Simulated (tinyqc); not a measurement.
# From fracture stress, inner crack back to flaw half length a

Model: thermal stress, cracking, delamination and buckling of a thin film; Griffith cracks and misfitting inclusions. Computed by tinyqc, a small Python program. Command: `OMP_NUM_THREADS=1 python tinyqc.py 3025149 3025150 out.jsonl filmcrack inv`. One thread of a shared host (Intel(R) Xeon(R) Processor @ 2.30GHz), about 0.05 s of CPU time with the checks.

Isotropic linear elasticity; the substrate is much thicker than the film; stress is positive in tension.

Inputs (values chosen for the exercise, modelled on a porous low-k oxide on silicon): substrate Young's modulus E_s = 141 GPa; substrate Poisson ratio nu_s = 0.22; substrate surface energy gamma_s = 1.2 J/m^2.

Method. Through crack of length 2a in plane strain: K_Ic = sqrt(2 gamma_s E_s/(1 - nu_s^2)); fracture stress = K_Ic/sqrt(pi a). An edge crack of depth a has K larger by 1.1215.

Problem. A run gave the result below. Find the flaw half length a, known to lie between 0.74 and 1.9 micrometre.

fracture stress, inner crack = 311.3089 MPa

Solution.

Each step takes the trial c = (a f_b - b f_a)/(f_b - f_a), f being the result less the target and a, b, c the logarithms of the listed values; c replaces end b, the old b replaces a if the sign of f changed, and otherwise f_a is halved.

Scan of the range:
```
flaw half length a (micrometre),"fracture stress, inner crack (MPa)"
0.740,391.108
0.866,361.538
1.010,334.774
1.190,308.418
1.390,285.368
1.620,264.336
1.900,244.082
```

False position (Illinois rule, in the logarithm of the input) inside the bracket:
```
step,end a,end b,trial,"fracture stress, inner crack (MPa)"
1,1.01000,1.19000,1.16878,311.204
2,1.01000,1.16878,1.16728,311.405
3,1.16878,1.16728,1.16800,311.309
4,1.16728,1.16800,1.16800,311.309
```

Fracture stress, inner crack falls at every point of a 13-point scan of the range (every second point is shown), so one value fits; it is bracketed by 1.01 and 1.19. The scan shows a pure power law with exponent -0.5000, so scaling from any one row also gives the answer directly. Answer: flaw half length a = 1.168 micrometre.
